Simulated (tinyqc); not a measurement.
# CMOS inverter, nodal equation and switching: two studies

An n-channel pull-down (bn, VTn) and a p-channel pull-up (bp, VTp) share the input Vin and the output node Vout, which carries the load C. Transistor (EKV form, voltages against the body): I = 2 n b Vt^2 [F(vp - Vs) - F(vp - Vd)] from drain to source, F(v) = ln^2(1 + exp(v/(2 Vt))), vp = (Vg - VT + sg |Vd - Vs|)/n. n-channel bodies are at 0; for the p-channel device all voltages are counted down from Vdd. b in uA/V^2 gives I in uA. Static: In = Ip. Transient: C dVout/dt = Ip - In. No velocity saturation, no gate capacitance beyond C.

Inputs (values chosen for the exercise): temperature T = 325 K; supply voltage Vdd = 1.2 V; slope factor n = 1.12; drain-induced barrier lowering sg = 0.118; n-channel threshold VTn = 0.37 V; p-channel threshold (magnitude) VTp = 0.36 V; gain factor of the pull-down transistor bn = 570 uA/V^2; gain factor of the pull-up transistor bp = 280 uA/V^2; load capacitance C = 1.4 fF.

Constants: q = 1.602176634e-19 C, kB = 1.380649e-23 J/K, Vt = kB T/q. Results are converted to the units shown.

Each table varies one quantity; the others keep the values above.

## Effect of the supply voltage

VM solves In = Ip with Vin = Vout; VIL and VIH are the inputs of gain -1, NML = VIL - Vout(VIH), NMH = Vout(VIL) - VIH. For a step input the delay to Vdd/2 is tHL = C times the integral of dV/(In - Ip) from Vdd/2 to Vdd at Vin = Vdd, and tLH likewise with Ip - In from 0 to Vdd/2 at Vin = 0.

Results:

| Vdd (V) | VM (V) | gain at VM | NML (V) | NMH (V) | tHL (ps) | tLH (ps) |
|---|---|---|---|---|---|---|
| 0.2 | 0.09457 | -6.586 | 0.05475 | 0.06723 | 1.985e4 | 2.983e4 |
| 0.3 | 0.1443 | -8.081 | 0.09833 | 0.1111 | 1289 | 2025 |
| 0.4 | 0.1940 | -8.400 | 0.1413 | 0.1546 | 156.1 | 267.7 |
| 0.5 | 0.2433 | -8.459 | 0.1827 | 0.1975 | 43.66 | 80.11 |
| 0.6 | 0.2919 | -8.471 | 0.2211 | 0.2391 | 20.58 | 39.12 |
| 1 | 0.4720 | -8.474 | 0.3133 | 0.3897 | 5.365 | 10.63 |
| 1.2 | 0.5558 | -8.474 | 0.3302 | 0.4626 | 3.810 | 7.599 |

Estimate the missing row, Vdd = 0.8 V.

Computed row:

| Vdd (V) | VM (V) | gain at VM | NML (V) | NMH (V) | tHL (ps) | tLH (ps) |
|---|---|---|---|---|---|---|
| 0.8 | 0.3849 | -8.474 | 0.2806 | 0.3165 | 8.809 | 17.24 |

With this row back in the table: As Vdd goes from 0.2 to 1.2 V, VM rises from 0.0946 to 0.556 V, the size of the gain rises from 6.59 to 8.47, tHL falls from 19900 to 3.81 ps and tLH falls from 29800 to 7.60 ps. The smaller margin is largest, 0.330 V, at Vdd = 1.2 V among the rows. For Vdd = 1 to 1.2 V the overdrive passes 0.5 V, where velocity saturation, left out here, would lengthen the delays of short devices. For Vdd = 0.2 to 0.3 V the supply is below a threshold, where mismatch, left out here, dominates margins and delay.

## Effect of the slope factor

Same model as above.

Results:

| n | VM (V) | gain at VM | NML (V) | NMH (V) | tHL (ps) | tLH (ps) |
|---|---|---|---|---|---|---|
| 1 | 0.5561 | -8.474 | 0.3189 | 0.4592 | 3.450 | 6.887 |
| 1.1 | 0.5559 | -8.474 | 0.3284 | 0.4621 | 3.748 | 7.477 |
| 1.2 | 0.5557 | -8.474 | 0.3367 | 0.4646 | 4.062 | 8.100 |
| 1.3 | 0.5554 | -8.475 | 0.3439 | 0.4669 | 4.387 | 8.745 |
| 1.5 | 0.5546 | -8.475 | 0.3551 | 0.4711 | 5.053 | 10.07 |
| 1.6 | 0.5541 | -8.475 | 0.3594 | 0.4732 | 5.389 | 10.74 |

Estimate the missing row, n = 1.4.

Computed row:

| n | VM (V) | gain at VM | NML (V) | NMH (V) | tHL (ps) | tLH (ps) |
|---|---|---|---|---|---|---|
| 1.4 | 0.5550 | -8.475 | 0.3500 | 0.4690 | 4.718 | 9.404 |

With this row back in the table: As n goes from 1 to 1.6, VM stays near 0.555 V, the size of the gain stays near 8.47, tHL rises from 3.45 to 5.39 ps and tLH rises from 6.89 to 10.7 ps. The smaller margin is largest, 0.359 V, at n = 1.6 among the rows. In every row the overdrive passes 0.5 V, where velocity saturation, left out here, would lengthen the delays of short devices.

Program tinyqc, `OMP_NUM_THREADS=1 python tinyqc.py 2340047 2340048 out.jsonl`; Intel Xeon 2.30GHz, shared host, one thread, about 0.03 s.
